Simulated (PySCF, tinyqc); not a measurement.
Inside a calculation. Method: RHF in the sto-3g basis, for BeH2, spin multiplicity 1. The lowest restricted solution is unstable here: a spin-polarised one lies 0.0040 hartree lower (PySCF). Computed by tinyqc, a small Python program that keeps every step (integrals from PySCF). Settings: charge = 0, multiplicity = 1, basis = sto-3g, energy threshold = 1e-08, iteration cap = 64, orthogonalisation = symmetric, start = Wolfsberg-Helmholz matrix, DIIS depth = 4, DIIS from iteration = 3, method = RHF. Command: `OMP_NUM_THREADS=1 python tinyqc.py 27277 27278 out.jsonl` (the two numbers bound the seeds that draw the settings). One thread of a shared host (Intel(R) Xeon(R) Processor @ 2.60GHz), about 0.07 s of CPU time with the checks. Later iterations appear only in the table of the cycle.

## One-electron integrals

Geometry (angstrom):
```
atom,x,y,z
Be,0.000000,0.000000,0.000000
H,0.000000,1.920000,0.000000
H,0.000000,-1.964000,0.000000
```

Basis sto-3g: exponents (1/bohr^2) and contraction coefficients of normalised primitives:
```
element,l (shell),exponent,coefficient
Be,s (1),30.167871,0.154329
Be,s (1),5.495115,0.535328
Be,s (1),1.487193,0.444635
Be,s (2),1.314833,-0.099967
Be,s (2),0.305539,0.399513
Be,s (2),0.099371,0.700115
Be,p (3),1.314833,0.155916
Be,p (3),0.305539,0.607684
Be,p (3),0.099371,0.391957
H,s (1),3.425251,0.154329
H,s (1),0.623914,0.535328
H,s (1),0.168855,0.444635
```

Overlap, kinetic and nuclear-attraction integrals over the contracted functions; the nuclear repulsion is the sum of Za Zb / Rab.

nuclear repulsion = 2.31645194 hartree

overlap S, lower triangle:
```
,1Be 1s,1Be 2s,1Be 2px,1Be 2py,1Be 2pz,2H 1s,3H 1s
1Be 1s,1.000000
1Be 2s,0.259517,1.000000
1Be 2px,0.000000,0.000000,1.000000
1Be 2py,0.000000,0.000000,0.000000,1.000000
1Be 2pz,0.000000,0.000000,0.000000,0.000000,1.000000
2H 1s,0.019266,0.254895,0.000000,0.337133,0.000000,1.000000
3H 1s,0.017411,0.242300,0.000000,-0.323163,0.000000,0.002374,1.000000
```

kinetic energy T (hartree), lower triangle:
```
,1Be 1s,1Be 2s,1Be 2px,1Be 2py,1Be 2pz,2H 1s,3H 1s
1Be 1s,6.693975
1Be 2s,-0.033012,0.211111
1Be 2px,0.000000,0.000000,0.660592
1Be 2py,0.000000,0.000000,0.000000,0.660592
1Be 2pz,0.000000,0.000000,0.000000,0.000000,0.660592
2H 1s,-0.006171,0.010102,0.000000,0.053692,0.000000,0.760032
3H 1s,-0.005783,0.007790,0.000000,-0.047579,0.000000,-0.001505,0.760032
```

nuclear attraction V (hartree), lower triangle:
```
,1Be 1s,1Be 2s,1Be 2px,1Be 2py,1Be 2pz,2H 1s,3H 1s
1Be 1s,-15.106144
1Be 2s,-2.040696,-2.852537
1Be 2px,0.000000,0.000000,-2.794358
1Be 2py,-0.000388,-0.003362,0.000000,-2.912075
1Be 2pz,0.000000,0.000000,0.000000,0.000000,-2.794358
2H 1s,-0.150133,-0.612451,0.000000,-0.786255,0.000000,-2.464685
3H 1s,-0.135451,-0.574835,0.000000,0.743914,0.000000,-0.007378,-2.440125
```

core Hamiltonian H = T + V (hartree), lower triangle:
```
,1Be 1s,1Be 2s,1Be 2px,1Be 2py,1Be 2pz,2H 1s,3H 1s
1Be 1s,-8.412169
1Be 2s,-2.073708,-2.641426
1Be 2px,0.000000,0.000000,-2.133766
1Be 2py,-0.000388,-0.003362,0.000000,-2.251483
1Be 2pz,0.000000,0.000000,0.000000,0.000000,-2.133766
2H 1s,-0.156304,-0.602349,0.000000,-0.732564,0.000000,-1.704653
3H 1s,-0.141234,-0.567045,0.000000,0.696335,0.000000,-0.008883,-1.680093
```

## Two-electron integrals

Functions are numbered as in S; the eight-fold symmetry (ij|kl) = (ji|kl) = (kl|ij) leaves the list below.

Two-electron integrals (ij|kl) in chemists' order, unique and non-zero (hartree):
```
i,j,k,l,(ij|kl)
1,1,1,1,2.298831
2,1,1,1,0.392036
2,1,2,1,0.079539
2,2,1,1,0.570988
2,2,2,1,0.143041
2,2,2,2,0.417683
3,1,3,1,0.014607
3,2,3,1,0.021888
3,2,3,2,0.092265
3,3,1,1,0.569578
3,3,2,1,0.143083
3,3,2,2,0.417589
3,3,3,3,0.449859
4,1,4,1,0.014607
4,2,4,1,0.021888
4,2,4,2,0.092265
4,3,4,3,0.024249
4,4,1,1,0.569578
4,4,2,1,0.143083
4,4,2,2,0.417589
4,4,3,3,0.401360
4,4,4,4,0.449859
5,1,5,1,0.014607
5,2,5,1,0.021888
5,2,5,2,0.092265
5,3,5,3,0.024249
5,4,5,4,0.024249
5,5,1,1,0.569578
5,5,2,1,0.143083
5,5,2,2,0.417589
5,5,3,3,0.401360
5,5,4,4,0.401360
5,5,5,5,0.449859
6,1,1,1,0.028643
6,1,2,1,0.005812
6,1,2,2,0.010562
6,1,3,3,0.010495
6,1,4,1,0.000537
6,1,4,2,0.001010
6,1,4,4,0.010703
6,1,5,5,0.010495
6,1,6,1,0.000447
6,2,1,1,0.100453
6,2,2,1,0.025699
6,2,2,2,0.086204
6,2,3,3,0.082623
6,2,4,1,0.003268
6,2,4,2,0.023007
6,2,4,4,0.093275
6,2,5,5,0.082623
6,2,6,1,0.002085
6,2,6,2,0.031628
6,3,3,1,0.001894
6,3,3,2,0.009834
6,3,4,3,0.003598
6,3,6,3,0.002235
6,4,1,1,0.121003
6,4,2,1,0.031229
6,4,2,2,0.108963
6,4,3,3,0.102773
6,4,4,1,0.005108
6,4,4,2,0.035121
6,4,4,4,0.121220
6,4,5,5,0.102773
6,4,6,1,0.002602
6,4,6,2,0.044478
6,4,6,4,0.063500
6,5,5,1,0.001894
6,5,5,2,0.009834
6,5,5,4,0.003598
6,5,6,5,0.002235
6,6,1,1,0.275413
6,6,2,1,0.071439
6,6,2,2,0.268577
6,6,3,3,0.251500
6,6,4,1,0.008672
6,6,4,2,0.083273
6,6,4,4,0.302315
6,6,5,5,0.251500
6,6,6,1,0.005812
6,6,6,2,0.135702
6,6,6,4,0.199237
6,6,6,6,0.774606
7,1,1,1,0.025856
7,1,2,1,0.005249
7,1,2,2,0.009544
7,1,3,3,0.009482
7,1,4,1,-0.000491
7,1,4,2,-0.000923
7,1,4,4,0.009672
7,1,5,5,0.009482
7,1,6,1,0.000365
7,1,6,2,0.001583
7,1,6,4,0.001883
7,1,6,6,0.004422
7,1,7,1,0.000365
7,2,1,1,0.093976
7,2,2,1,0.024054
7,2,2,2,0.081023
7,2,3,3,0.077644
7,2,4,1,-0.003050
7,2,4,2,-0.021682
7,2,4,4,0.087695
7,2,5,5,0.077644
7,2,6,1,0.001642
7,2,6,2,0.012813
7,2,6,4,0.015494
7,2,6,6,0.040042
7,2,7,1,0.001765
7,2,7,2,0.028437
7,3,3,1,0.001735
7,3,3,2,0.009089
7,3,4,3,-0.003362
7,3,6,3,0.000587
7,3,7,3,0.001963
7,4,1,1,-0.114304
7,4,2,1,-0.029506
7,4,2,2,-0.103267
7,4,3,3,-0.097441
7,4,4,1,0.004752
7,4,4,2,0.033058
7,4,4,4,-0.114802
7,4,5,5,-0.097441
7,4,6,1,-0.001975
7,4,6,2,-0.015665
7,4,6,4,-0.018848
7,4,6,6,-0.049490
7,4,7,1,-0.002220
7,4,7,2,-0.040232
7,4,7,4,0.057725
7,5,5,1,0.001735
7,5,5,2,0.009089
7,5,5,4,-0.003362
7,5,6,5,0.000587
7,5,7,5,0.001963
7,6,1,1,0.001470
7,6,2,1,0.000363
7,6,2,2,0.001027
7,6,3,3,0.001020
7,6,4,1,-1.07e-06
7,6,4,2,-0.000006
7,6,4,4,0.001041
7,6,5,5,0.001020
7,6,6,1,0.000027
7,6,6,2,0.000212
7,6,6,4,0.000269
7,6,6,6,0.000664
7,6,7,1,0.000024
7,6,7,2,0.000203
7,6,7,4,-0.000260
7,6,7,6,2.54e-06
7,7,1,1,0.269281
7,7,2,1,0.069854
7,7,2,2,0.263337
7,7,3,3,0.246916
7,7,4,1,-0.008302
7,7,4,2,-0.080638
7,7,4,4,0.295757
7,7,5,5,0.246916
7,7,6,1,0.004797
7,7,6,2,0.041914
7,7,6,4,0.051288
7,7,6,6,0.136245
7,7,7,1,0.005130
7,7,7,2,0.128130
7,7,7,4,-0.189020
7,7,7,6,0.000664
7,7,7,7,0.774606
```

## Orthogonalisation

S = U s U^T; symmetric (Loewdin) form X = U s^(-1/2) U^T, so that X^T S X = 1.

eigenvalues of S: 0.530416  0.577374  0.976086  1.000000  1.000000  1.446399  1.469724

X, lower triangle:
```
,1Be 1s,1Be 2s,1Be 2px,1Be 2py,1Be 2pz,2H 1s,3H 1s
1Be 1s,1.027895
1Be 2s,-0.143646,1.081398
1Be 2px,0.000000,0.000000,1.000000
1Be 2py,-0.000445,0.003888,0.000000,1.097950
1Be 2pz,0.000000,0.000000,0.000000,0.000000,1.000000
2H 1s,0.017981,-0.143687,0.000000,-0.197660,0.000000,1.079058
3H 1s,0.017297,-0.134521,0.000000,0.187902,0.000000,-0.024128,1.071339
```

## Starting guess

The start is the generalised Wolfsberg-Helmholz matrix (K = 1.75) built on H; D = 2 C_occ C_occ^T.

D at the start, lower triangle:
```
,1Be 1s,1Be 2s,1Be 2px,1Be 2py,1Be 2pz,2H 1s,3H 1s
1Be 1s,2.053972
1Be 2s,-0.241159,1.077137
1Be 2px,0.000000,0.000000,0.000000
1Be 2py,0.006291,-0.021870,0.000000,1.099136
1Be 2pz,0.000000,0.000000,0.000000,0.000000,0.000000
2H 1s,-0.189771,0.514586,0.000000,0.428494,0.000000,0.424020
3H 1s,-0.187340,0.513065,0.000000,-0.429538,0.000000,0.080367,0.406855
```

## Iteration 1: building the Fock matrix

J_ij = sum D_kl (ij|kl), K_ij = sum D_kl (ik|jl); F = H + J - 0.5 K; E = tr D H + tr D J / 2 - 0.25 tr D K + E_nn.

Coulomb J (hartree), lower triangle:
```
,1Be 1s,1Be 2s,1Be 2px,1Be 2py,1Be 2pz,2H 1s,3H 1s
1Be 1s,6.381449
1Be 2s,1.236050,2.580247
1Be 2px,0.000000,0.000000,2.528055
1Be 2py,0.000035,0.001831,0.000000,2.674632
1Be 2pz,0.000000,0.000000,0.000000,0.000000,2.528055
2H 1s,0.091002,0.558858,0.000000,0.718590,0.000000,1.923414
3H 1s,0.082174,0.524059,0.000000,-0.678845,0.000000,0.006509,1.881792
```

exchange K (hartree), lower triangle:
```
,1Be 1s,1Be 2s,1Be 2px,1Be 2py,1Be 2pz,2H 1s,3H 1s
1Be 1s,4.626464
1Be 2s,0.829028,0.864169
1Be 2px,0.000000,0.000000,0.171371
1Be 2py,0.000258,-0.001132,0.000000,0.929520
1Be 2pz,0.000000,0.000000,0.000000,0.000000,0.171371
2H 1s,0.059503,0.388166,0.000000,0.456128,0.000000,0.738595
3H 1s,0.053373,0.372672,0.000000,-0.436720,0.000000,0.002128,0.702884
```

Fock matrix F (hartree), lower triangle:
```
,1Be 1s,1Be 2s,1Be 2px,1Be 2py,1Be 2pz,2H 1s,3H 1s
1Be 1s,-4.343951
1Be 2s,-1.252172,-0.493264
1Be 2px,0.000000,0.000000,0.308604
1Be 2py,-0.000483,-0.000965,0.000000,-0.041611
1Be 2pz,0.000000,0.000000,0.000000,0.000000,0.308604
2H 1s,-0.095054,-0.237574,0.000000,-0.242037,0.000000,-0.150537
3H 1s,-0.085747,-0.229322,0.000000,0.235850,0.000000,-0.003438,-0.149743
```

total energy of this density = -15.26535294 hartree

## Iteration 1: diagonalisation and new density

Diagonalise F' = X^T F X, C = X C', fill 3 alpha and 3 beta electrons from the bottom; D = 2 C_occ C_occ^T. Each column has its largest component positive (the first on a tie).

F' = X^T F X (hartree), lower triangle:
```
,1,2,3,4,5,6,7
1,-4.234378
2,-0.690826,-0.150070
3,0.000000,0.000000,0.308604
4,-0.001322,0.004963,0.000000,0.141310
5,0.000000,0.000000,0.000000,0.000000,0.308604
6,0.028875,-0.206091,0.000000,-0.271267,0.000000,-0.008021
7,0.029935,-0.197048,0.000000,0.261348,0.000000,-0.035758,-0.018994
```

orbital energies (hartree): MO1 -4.348069, MO2 -0.330976, MO3 -0.299463, MO4 0.244635, MO5 0.308604, MO6 0.308604, MO7 0.463718

coefficients C:
```
,MO1,MO2,MO3,MO4,MO5,MO6,MO7
1Be 1s,0.990933,-0.198751,0.007194,-0.236958,0.000000,0.000000,-0.013166
1Be 2s,0.033701,0.621122,-0.025704,0.915453,0.000000,0.000000,0.056287
1Be 2px,0.000000,0.000000,0.000000,0.000000,-0.128427,0.991719,0.000000
1Be 2py,0.000232,0.018804,0.505546,-0.047982,0.000000,0.000000,1.010768
1Be 2pz,0.000000,0.000000,0.000000,0.000000,0.991719,0.128427,0.000000
2H 1s,-0.004388,0.449435,0.446517,-0.589000,0.000000,0.000000,-0.690418
3H 1s,-0.004174,0.416576,-0.484512,-0.648138,0.000000,0.000000,0.611281
```

D after iteration 1, lower triangle:
```
,1Be 1s,1Be 2s,1Be 2px,1Be 2py,1Be 2pz,2H 1s,3H 1s
1Be 1s,2.043006
1Be 2s,-0.180476,0.775179
1Be 2px,0.000000,0.000000,0.000000
1Be 2py,0.000260,-0.002614,0.000000,0.511861
1Be 2pz,0.000000,0.000000,0.000000,0.000000,0.000000
2H 1s,-0.180924,0.535058,0.000000,0.468370,0.000000,0.802777
3H 1s,-0.180833,0.542116,0.000000,-0.474221,0.000000,-0.058200,0.816610
```

Within a degenerate level the vectors are fixed only up to a rotation; this is one choice.

## Iteration 2: building the Fock matrix

As before.

Coulomb J (hartree), lower triangle:
```
,1Be 1s,1Be 2s,1Be 2px,1Be 2py,1Be 2pz,2H 1s,3H 1s
1Be 1s,6.141434
1Be 2s,1.177512,2.455795
1Be 2px,0.000000,0.000000,2.398628
1Be 2py,0.000527,0.003155,0.000000,2.560026
1Be 2pz,0.000000,0.000000,0.000000,0.000000,2.398628
2H 1s,0.086688,0.556472,0.000000,0.724196,0.000000,2.050911
3H 1s,0.078233,0.523855,0.000000,-0.687183,0.000000,0.006204,2.030217
```

exchange K (hartree), lower triangle:
```
,1Be 1s,1Be 2s,1Be 2px,1Be 2py,1Be 2pz,2H 1s,3H 1s
1Be 1s,4.617929
1Be 2s,0.812875,0.733208
1Be 2px,0.000000,0.000000,0.134829
1Be 2py,0.000090,0.006965,0.000000,0.716331
1Be 2pz,0.000000,0.000000,0.000000,0.000000,0.134829
2H 1s,0.060783,0.403511,0.000000,0.480428,0.000000,1.008423
3H 1s,0.054850,0.389316,0.000000,-0.464922,0.000000,-0.010963,1.000691
```

Fock matrix F (hartree), lower triangle:
```
,1Be 1s,1Be 2s,1Be 2px,1Be 2py,1Be 2pz,2H 1s,3H 1s
1Be 1s,-4.579699
1Be 2s,-1.302634,-0.552236
1Be 2px,0.000000,0.000000,0.197448
1Be 2py,0.000093,-0.003689,0.000000,-0.049623
1Be 2pz,0.000000,0.000000,0.000000,0.000000,0.197448
2H 1s,-0.100008,-0.247633,0.000000,-0.248581,0.000000,-0.157954
3H 1s,-0.090426,-0.237848,0.000000,0.241613,0.000000,0.002802,-0.150221
```

total energy of this density = -15.37396964 hartree

## Iteration 2: diagonalisation and new density

As before.

F' = X^T F X (hartree), lower triangle:
```
,1,2,3,4,5,6,7
1,-4.470032
2,-0.703320,-0.202942
3,0.000000,0.000000,0.197448
4,-0.000252,0.001795,0.000000,0.136078
5,0.000000,0.000000,0.000000,0.000000,0.197448
6,0.026859,-0.208643,0.000000,-0.274646,0.000000,-0.012770
7,0.028286,-0.200456,0.000000,0.265967,0.000000,-0.029074,-0.016311
```

orbital energies (hartree): MO1 -4.582980, MO2 -0.359862, MO3 -0.311428, MO4 0.197448, MO5 0.197448, MO6 0.225668, MO7 0.462625

coefficients C:
```
,MO1,MO2,MO3,MO4,MO5,MO6,MO7
1Be 1s,0.992127,-0.207448,0.017060,0.000000,0.000000,-0.223888,-0.007575
1Be 2s,0.029412,0.665047,-0.057895,0.000000,0.000000,0.883768,0.035532
1Be 2px,0.000000,0.000000,0.000000,-0.374330,0.927296,0.000000,0.000000
1Be 2py,0.000083,0.040727,0.503814,0.000000,0.000000,-0.025131,1.011813
1Be 2pz,0.000000,0.000000,0.000000,0.927296,0.374330,0.000000,0.000000
2H 1s,-0.003507,0.436994,0.429867,0.000000,0.000000,-0.624705,-0.677473
3H 1s,-0.003376,0.362672,-0.499339,0.000000,0.000000,-0.656370,0.624779
```

D after iteration 2, lower triangle:
```
,1Be 1s,1Be 2s,1Be 2px,1Be 2py,1Be 2pz,2H 1s,3H 1s
1Be 1s,2.055285
1Be 2s,-0.219539,0.893008
1Be 2px,0.000000,0.000000,0.000000
1Be 2py,0.000459,-0.004161,0.000000,0.510974
1Be 2pz,0.000000,0.000000,0.000000,0.000000,0.000000
2H 1s,-0.173597,0.531262,0.000000,0.468740,0.000000,0.751524
3H 1s,-0.174208,0.540008,0.000000,-0.473608,0.000000,-0.112304,0.761764
```

Within a degenerate level the vectors are fixed only up to a rotation; this is one choice.

## Iteration 7 (converged): orbitals

converged F (hartree), lower triangle:
```
,1Be 1s,1Be 2s,1Be 2px,1Be 2py,1Be 2pz,2H 1s,3H 1s
1Be 1s,-4.550795
1Be 2s,-1.293624,-0.557388
1Be 2px,0.000000,0.000000,0.208839
1Be 2py,0.000076,-0.003422,0.000000,-0.036307
1Be 2pz,0.000000,0.000000,0.000000,0.000000,0.208839
2H 1s,-0.099626,-0.247421,0.000000,-0.246728,0.000000,-0.158873
3H 1s,-0.090087,-0.237756,0.000000,0.240100,0.000000,0.007276,-0.151932
```

As before.

F' = X^T F X (hartree), lower triangle:
```
,1,2,3,4,5,6,7
1,-4.442233
2,-0.696695,-0.211109
3,0.000000,0.000000,0.208839
4,-0.000297,0.002061,0.000000,0.150275
5,0.000000,0.000000,0.000000,0.000000,0.208839
6,0.026390,-0.207910,0.000000,-0.274074,0.000000,-0.014537
7,0.027826,-0.199765,0.000000,0.265414,0.000000,-0.023780,-0.018815
```

orbital energies (hartree): MO1 -4.554013, MO2 -0.362340, MO3 -0.309188, MO4 0.208839, MO5 0.208839, MO6 0.222039, MO7 0.467082

coefficients C:
```
,MO1,MO2,MO3,MO4,MO5,MO6,MO7
1Be 1s,0.992173,-0.210042,-0.014260,0.000000,0.000000,-0.221451,-0.007531
1Be 2s,0.029237,0.675300,0.049093,0.000000,0.000000,0.876507,0.035391
1Be 2px,0.000000,0.000000,0.000000,-0.385743,0.922606,0.000000,0.000000
1Be 2py,0.000082,0.032750,-0.490227,0.000000,0.000000,-0.025608,1.018741
1Be 2pz,0.000000,0.000000,0.000000,0.922606,0.385743,0.000000,0.000000
2H 1s,-0.003403,0.424578,-0.445322,0.000000,0.000000,-0.629245,-0.671155
3H 1s,-0.003279,0.362098,0.502838,0.000000,0.000000,-0.660419,0.618004
```

D after iteration 7, lower triangle:
```
,1Be 1s,1Be 2s,1Be 2px,1Be 2py,1Be 2pz,2H 1s,3H 1s
1Be 1s,2.057456
1Be 2s,-0.227066,0.918590
1Be 2px,0.000000,0.000000,0.000000
1Be 2py,0.000387,-0.003897,0.000000,0.482791
1Be 2pz,0.000000,0.000000,0.000000,0.000000,0.000000
2H 1s,-0.172410,0.529512,0.000000,0.464427,0.000000,0.757178
3H 1s,-0.172959,0.538229,0.000000,-0.469293,0.000000,-0.140349,0.767942
```

Within a degenerate level the vectors are fixed only up to a rotation; this is one choice.

## Convergence

Stop when the energy changes by less than 1e-08 hartree and every element of the error matrix X^T (F D S - S D F) X is below 3e-05.

Course of the cycle:
```
iteration,E (hartree),change,largest element of the error matrix
1,-15.26535294,-,2.63e-01
2,-15.37396964,-1.09e-01,3.96e-02
3,-15.37744372,-3.47e-03,1.12e-02
4,-15.37770509,-2.61e-04,2.71e-03
5,-15.37773763,-3.25e-05,4.73e-04
6,-15.37773808,-4.50e-07,5.15e-06
7,-15.37773808,-3.78e-11,4.73e-07
```

PySCF RHF in the same basis = -15.37773808 hartree

Converged in 7 iterations.

## Populations, bond orders and dipole

Mulliken: Z minus the diagonal of D S on the atom; Loewdin: the same with S^(1/2) D S^(1/2); Mayer order: 2 sum_s sum (D(s) S)_ij (D(s) S)_ji over the two atoms.

Charges (e):
```
atom,Mulliken,Loewdin
1Be,0.091736,0.083672
2H,-0.045067,-0.040951
3H,-0.046669,-0.042721
```

Mayer bond orders:
```
pair,order
2-1,0.971364
3-1,0.971217
3-2,0.026605
```

dipole moment about the origin, x y z (debye): 0.000000  0.020468  0.000000
